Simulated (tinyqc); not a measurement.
Inside a calculation. Model: straight dislocations in isotropic elasticity: fields, energies, partials, Peierls stress and walls. Computed by tinyqc, a small Python program that keeps every step. Command: `OMP_NUM_THREADS=1 python tinyqc.py 3031234 3031235 out.jsonl disloc walk`. One thread of a shared host (Intel(R) Xeon(R) Processor @ 2.30GHz), about 0.01 s of CPU time with the checks. Intermediate numbers are printed to about 5 digits and carried at full precision; extremes and crossings named in words are read from the listed rows.

The line runs along z, the glide plane is y = 0, and beta is the angle between b and the line (0 screw, 90 degrees edge): b_e = b sin(beta) along +x with the extra half plane at y > 0, b_s = b cos(beta). Stress is positive in tension.

Inputs (values chosen for the exercise, modelled on copper):
```
quantity                          value        unit
shear modulus G                    46.6         GPa
Poisson ratio nu                  0.334           -
Burgers vector b                  2.556    angstrom
stacking-fault energy gamma          42      mJ/m^2
dislocation density rho         3.8e+12       1/m^2
core radius r0/b                      2           -
misfit volume of a solute dV        3.8  angstrom^3
temperature T                       350           K
unstable fault energy gamma_us      217      mJ/m^2
tilt angle theta                    2.7     degrees
source length l                    2500          nm
```

Character: 60-degree.

field point (x, y) (nm): 2.4  5.9

Constants: 1 eV/angstrom^3 = 160.2176634 GPa; k_B = 8.617333262e-05 eV/K.

## Line energy and line tension

Energy factor K = G [cos^2(beta) + sin^2(beta)/(1 - nu)]. E = K b^2/(4 pi) ln(R/r0) with R = 1/(2 sqrt(rho)); tension T = E + d^2E/d(beta)^2 = G b^2 [1 + nu - 3 nu sin^2(beta)]/(4 pi (1 - nu)) ln(R/r0). The core energy is taken into r0.

energy factor K = 64.127 GPa

ln(R/r0) = 6.2181

line energy E = 12.939 eV/nm

line tension T = 8.2237 eV/nm

stored energy rho E = 7.8777 kJ/m^3

T/E = 0.64: bowing turns parts of the line towards the cheaper screw character, so it is soft.

## Stress at a point

With D = G b_e/(2 pi (1 - nu)), S = G b_s/(2 pi), r^2 = x^2 + y^2: s_xx = -D y (3x^2 + y^2)/r^4, s_yy = D y (x^2 - y^2)/r^4, s_xy = D x (x^2 - y^2)/r^4, s_zz = nu (s_xx + s_yy), s_xz = -S y/r^2, s_yz = S x/r^2. Pressure p = -trace/3.

stress (MPa):
```
         x        y        z
x  -460.28  -104.42  -137.84
y  -104.42  -256.69    56.07
z  -137.84    56.07  -239.47
```

pressure p = 318.81 MPa

The point lies above the glide plane, on the compressed side.

## Force on a second, equal dislocation at that point; binding of a solute

Peach-Koehler force per length on a parallel dislocation with the same b: in the glide plane F_x = s_xy b_e + s_yz b_s, normal to it F_y = -(s_xx b_e + s_xz b_s), which drives climb of the edge part or cross-slip of a screw. A solute with misfit volume dV has the energy p dV, and its dilute concentration is scaled by exp(-p dV/(k_B T)).

glide force F_x = -15.947 mN/m

normal force F_y = 119.50 mN/m

solute energy = 7.5615 meV

concentration ratio = 0.77825

Along x the second dislocation is attracted towards the plane x = 0, where like edge components stack into a wall. The oversized solute is depleted here.

## Splitting into partials

Shockley partials have b_p = b/sqrt(3) at the angles beta -/+ 30 degrees; their repulsion balances the fault at d = G b_p^2/(8 pi gamma) (2 - nu)/(1 - nu) [1 - 2 nu cos(2 beta)/(2 - nu)].

partial Burgers vector b_p = 1.4757 angstrom

splitting width d = 2.8870 nm

d/b = 11.295

Widely split: cross-slip and climb need a constriction first.

## Peierls-Nabarro core of the undissociated dislocation

Misfit energy gamma(u) = (gamma_us/2)(1 - cos(2 pi u/b)), so the largest restoring stress is tau_max = pi gamma_us/b; u(x) = b/2 + (b/pi) arctan(x/zeta), zeta = K b/(4 pi tau_max). Summing the misfit energy over atomic rows a' apart gives, for a wide core, W_P = (K b^2/pi) exp(-2 pi zeta/a') and sigma_P = (K b/a') exp(-2 pi zeta/a'); a' = b/2 for edge and 30-degree lines, b sqrt(3)/2 for screw and 60-degree lines.

tau_max = 2.6672 GPa

half width zeta = 4.8904 angstrom

row spacing a' = 2.2136 angstrom

Peierls barrier W_P = 0.0077924 meV/nm

Peierls stress sigma_P = 0.069323 MPa

zeta/a' = 2.21 and sigma_P/G = 1.5e-6: the stress falls by a factor e for each a'/(2 pi) of half width.

## Strength from dislocations

Frank-Read source, averaged over the loop: tau = G b/(2 pi l) [(1 - nu/2)/(1 - nu)] ln(l/r0). Taylor hardening: tau = 0.3 G b sqrt(rho).

Frank-Read stress = 8.0568 MPa

Taylor stress = 6.9656 MPa

Of the source, forest and Peierls stresses the largest here is the source stress. Caution: the source is longer than the mean dislocation spacing 1/sqrt(rho), so the forest would pin it into shorter segments and its stress is only formal.

## Low-angle tilt boundary

A symmetric tilt wall of edge dislocations has the spacing h = b/(2 sin(theta/2)); Read-Shockley: gamma_b = E0 theta (A - ln theta), E0 = G b/(4 pi (1 - nu)), A = 1 + ln(b/(2 pi r0)), theta in radians.

spacing h = 5.4245 nm

boundary energy = 102.21 mJ/m^2

angle of the maximum, exp(A - 1) = 4.5595 degrees

## Character of the line

E = K b^2/(4 pi) ln(R/r0); T = G b^2 [1 + nu - 3 nu sin^2(beta)]/(4 pi (1 - nu)) ln(R/r0).

From screw to edge:
```
beta (degrees)  K (GPa)  E (eV/nm)  T (eV/nm)  d (nm)
0                46.600      9.403     18.833  1.4406
15               48.165      9.718     17.886  1.5698
30               52.442     10.581     15.297  1.9228
45               58.285     11.760     11.760  2.4049
60               64.127     12.939      8.224  2.8870
75               68.404     13.802      5.635  3.2400
90               69.970     14.118      4.687  3.3692
```

The edge costs 1/(1 - nu) = 1.502 times the screw in energy, yet its tension is only (1 - 2 nu)/(1 + nu) = 0.249 of the screw value, so loops under stress are elongated along b. The edge splits 2.34 times as widely, (2 + nu)/(2 - 3 nu), since there the larger, edge parts of the partials repel with the factor 1/(1 - nu) and the small screw parts attract, while in the screw the roles are exchanged.

Checks made by the program: zero divergence of the stress field, by differences and relative to the size of its gradient (relative difference below 1e-10); splitting against the force between the two partials (relative difference below 1e-10).
